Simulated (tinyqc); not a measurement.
Single-electron transistor, orthodox theory and master equation: one step of the calculation.

A metal island with n extra electrons joins the left lead (voltage V) and the right lead (0 V) by tunnel junctions and couples to a gate. Cs = CL + CR + Cg. Adding electron n + 1 costs mu(n) = [q (n + 1/2) - CL V - Cg Vg]/Cs (in volts); the Fermi levels are -V (left) and 0 (right). A jump that gains the energy W has the rate G(W) = (W/q)/(R [1 - exp(-W/Vt)]), W in volts, Vt = kB T/q. Sequential tunnelling only; I > 0 flows from left to right.

Question. Probabilities and current. Steady state: p(n + 1)/p(n) = (sum of on rates)/(sum of off rates), normalised. I = q sum_n [p(n + 1) (off to left) - p(n) (on from left)].

Values chosen for this exercise: lowest charge state kept n0 = -1; highest charge state kept n1 = 2.

Constants: q = 1.602176634e-19 C. Results are converted to the units shown.

```
n to n + 1, n  on from left (1/ns)  on from right (1/ns)  off to left (1/ns)  off to right (1/ns)
-1                     0.072911855             6.2015640          0.11285696        2.1700883e-29
0                    9.8862086e-14             3.4082679           2.8332412        2.2081749e-16
1                    1.0603857e-26            0.61571037           5.6265373         7.3858383e-4
```

Find: p(n); I; mean n.

Answer.

p(n), n -1 to 2: 0.0076456  0.42507  0.51134  0.055948
I = 0.29015 nA
mean n = 0.61559

Two plain resistors in series would pass 0.500 nA; this is 58.0 % of that. 3 charge states hold more than 1 % each.

Range of the model: Cotunnelling, which dominates deep in the blockade, is left out.

Program tinyqc, `OMP_NUM_THREADS=1 python tinyqc.py 2780019 2780020 out.jsonl`; Intel Xeon 2.30GHz, shared host, one thread, about 0.01 s.
